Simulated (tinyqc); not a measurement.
Comparisons within one model: carrier statistics of a doped semiconductor with parabolic bands. A value that a table varies takes the place of the one given here.

Eg(T) = Eg0 - al T^2/(T + be); m_de = Mv^(2/3) (ml mt^2)^(1/3); m_dh = (mhh^(3/2) + mlh^(3/2))^(2/3); Nc and Nv from N = 2 (m kB T/(4 pi c))^(3/2) with c = hbar^2/2m0, in 1/angstrom^3; times 1e24 for 1/cm^3.

Energies are counted from Ev, so Ec = Eg. n = Nc F_1/2((EF - Eg)/kT), p = Nv F_1/2(-EF/kT), ND+ = ND/(1 + 2 exp((EF - Eg + ED)/kT)), NA- = NA/(1 + 4 exp((EA - EF)/kT)); neutrality asks p + ND+ = n + NA-. F_j(eta) = (1/Gamma(j + 1)) integral_0^infinity x^j dx/(1 + exp(x - eta)), which tends to exp(eta) for eta << 0.

Constants: hbar^2/2m0 = 3.80998211 eV angstrom^2; kB = 8.617333262e-05 eV/K.

Inputs chosen for the exercise (near those of GaAs; shifted at random, so the results belong to these values and not to a real crystal):

| symbol | value | unit | meaning |
|---|---|---|---|
| Eg0 | 1.518 | eV | gap at 0 K |
| al | 0.000539 | eV/K | Varshni alpha |
| be | 196 | K | Varshni beta |
| ml | 0.0662 | m0 | longitudinal electron mass |
| mt | 0.0662 | m0 | transverse electron mass |
| Mv | 1 |  | equivalent valleys |
| mhh | 0.498 | m0 | heavy-hole mass |
| mlh | 0.0801 | m0 | light-hole mass |
| ND | 8.2e+15 | 1/cm^3 | donors |
| NA | 2e+17 | 1/cm^3 | acceptors |
| ED | 0.00551 | eV | donor level below Ec |
| EA | 0.0244 | eV | acceptor level above Ev |
| T | 500 | K |  |

## Temperature

Neutrality solved at each temperature; ni = sqrt(Nc Nv) exp(-Eg/2kT).

Carriers (1/cm^3):

| T (K) | EF (eV) | n | p | majority / \|ND - NA\| | ni | Eg (eV) |
|---|---|---|---|---|---|---|
| 30 | 0.0199 | <1e-99 | 1.36e+14 | 0.000708 | <1e-99 | 1.5159 |
| 50 | 0.0196 | <1e-99 | 6.81e+15 | 0.0355 | 8.07e-60 | 1.5125 |
| 77 | 0.0243 | 5.55e-81 | 3.12e+16 | 0.163 | 1.32e-32 | 1.5063 |
| 120 | 0.0355 | 6.33e-45 | 7.61e+16 | 0.397 | 2.21e-14 | 1.4934 |
| 200 | 0.0629 | 1.18e-18 | 1.32e+17 | 0.687 | 0.396 | 1.4636 |
| 300 | 0.1049 | 3.42e-05 | 1.62e+17 | 0.842 | 2.36e+06 | 1.4202 |
| 450 | 0.1773 | 5.92e+04 | 1.77e+17 | 0.925 | 1.03e+11 | 1.3490 |
| 600 | 0.2571 | 3.46e+09 | 1.83e+17 | 0.956 | 2.52e+13 | 1.2742 |
| 800 | 0.3714 | 1.69e+13 | 1.87e+17 | 0.974 | 1.78e+15 | 1.1717 |
| 1000 | 0.4909 | 3.24e+15 | 1.92e+17 | 0.999 | 2.49e+16 | 1.0673 |

Ionisation is incomplete: the majority density is below 90 % of the net doping at 30, 50, 77, 120, 200 and 300 K, down to a share of 0.00071. It is within 10 % of the net doping at 450, 600, 800 and 1000 K. The majority density never exceeds the net doping by 10 %; ni is 2.49e+16 1/cm^3 at 1000 K against a net doping of 1.92e+17. EF goes from 0.020 eV to 0.491 eV, where midgap is 0.534 eV and the intrinsic level (Boltzmann) 0.667 eV.

## Doping level

Only acceptors are present (ND = 0); eta is the distance of EF beyond the valence edge in units of kT.

Neutral state:

| NA (1/cm^3) | EF (eV) | majority (1/cm^3) | ionised share | eta |
|---|---|---|---|---|
| 1.0e+14 | 0.5263 | 1.00e+14 | 1.000 | -12.22 |
| 1.0e+15 | 0.4271 | 1.00e+15 | 1.000 | -9.91 |
| 1.0e+16 | 0.3281 | 9.97e+15 | 0.997 | -7.61 |
| 1.0e+17 | 0.2301 | 9.67e+16 | 0.967 | -5.34 |
| 1.0e+18 | 0.1394 | 7.83e+17 | 0.783 | -3.24 |
| 3.0e+18 | 0.1025 | 1.81e+18 | 0.605 | -2.38 |
| 1.0e+19 | 0.0667 | 4.00e+18 | 0.400 | -1.55 |
| 3.0e+19 | 0.0369 | 7.52e+18 | 0.251 | -0.86 |

The impurity level lies at 0.0244 eV. The ionised share falls from 1.000 to 0.251 as EF approaches it; it is below one half from 1e+19 1/cm^3 on. Over the last two rows the doping grows threefold and the majority density by a factor 1.88. EF comes within 3 kT of the majority band edge from 3e+18 1/cm^3 on. Above roughly 3e+18 1/cm^3 (N^(1/3) a = 0.26, with the radius a = sqrt(c/(m E)) from the ionisation energy E and the mass mhh) the levels merge with the band and real ionisation is complete; sharp levels then overstate freeze-out.

## What each input does

Neutrality solved anew for each case. Each row changes one parameter from the base and keeps the others.

Results:

| case | EF (eV) | n (1/cm^3) | p (1/cm^3) |
|---|---|---|---|
| base | 0.2033 | 4.60e+06 | 1.80e+17 |
| T = 520 K | 0.2138 | 2.10e+07 | 1.81e+17 |
| ND = 1.64e+16 1/cm^3 | 0.2052 | 4.81e+06 | 1.72e+17 |
| NA = 2.6e+17 1/cm^3 | 0.1922 | 3.56e+06 | 2.32e+17 |
| Eg0 = 1.568 eV | 0.2033 | 1.44e+06 | 1.80e+17 |
| mt = 0.0794 m0 | 0.2033 | 5.52e+06 | 1.80e+17 |
| mhh = 0.5976 m0 | 0.2139 | 5.89e+06 | 1.82e+17 |
| EA = 0.0366 eV | 0.2041 | 4.69e+06 | 1.77e+17 |

The largest shifts from the base row, up to three for each result and ties (the steps differ in size, so this ranks the rows, not the parameters). EF (eV): NA -0.0110, mhh +0.0106, T +0.0106; unchanged at the printed digits by Eg0 and mt. n (1/cm^3): T +1.64e+07, Eg0 -3.16e+06, mhh +1.28e+06. p (1/cm^3): NA +5.23e+16, ND -7.72e+15, EA -3.32e+15; unchanged at the printed digits by Eg0 and mt.

Program tinyqc; command `OMP_NUM_THREADS=1 python tinyqc.py 1682293 1682294 out.jsonl`; about 0.03 s on one thread of a shared Intel(R) Xeon(R) Processor @ 2.30GHz.
